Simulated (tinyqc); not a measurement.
Valence-band offset from core levels (Kraut method), with the dipole against the affinity rule: one step of the calculation.

Binding energies are counted downwards from the Fermi level. dEv > 0 means that the valence edge of B lies below that of A, dEc > 0 that the conduction edge of B lies above that of A; dEc + dEv = EgB - EgA. The spectra are made-up values treated as data.

Problem. Interface dipole. The affinity rule gives dEc(0) = chiA - chiB; the dipole step is D = dEc - dEc(0), and two sheets of opposite charge dd apart hold N = eps0 ei |D|/(q dd).

Values chosen for this exercise; gaps and affinities close to those of gallium arsenide (A) and silicon dioxide (B):
- chiA = 4.01 eV (electron affinity of A)
- chiB = 0.9 eV (electron affinity of B)
- ei = 5.1 (relative permittivity inside the dipole layer)
- dd = 0.27 nm (thickness of the dipole layer)

Constants: q = 1.602176634e-19 C, eps0 = 8.8541878128e-14 F/cm where lengths are in cm. Results are converted to the units shown.

dEc = 3.3402825 eV

Find: dEc(0); D; N; field in the dipole layer.

Solution.

dEc(0) = 3.1100 eV
D = 0.23028 eV
N = 2.4038e13 cm^-2
field in the dipole layer = 8.5290 MV/cm

N is 0.034 elementary charges for each of about 7e14 surface atoms per cm^2.

Program tinyqc, `OMP_NUM_THREADS=1 python tinyqc.py 2410015 2410016 out.jsonl`; Intel Xeon 2.30GHz, shared host, one thread, about 0.01 s.
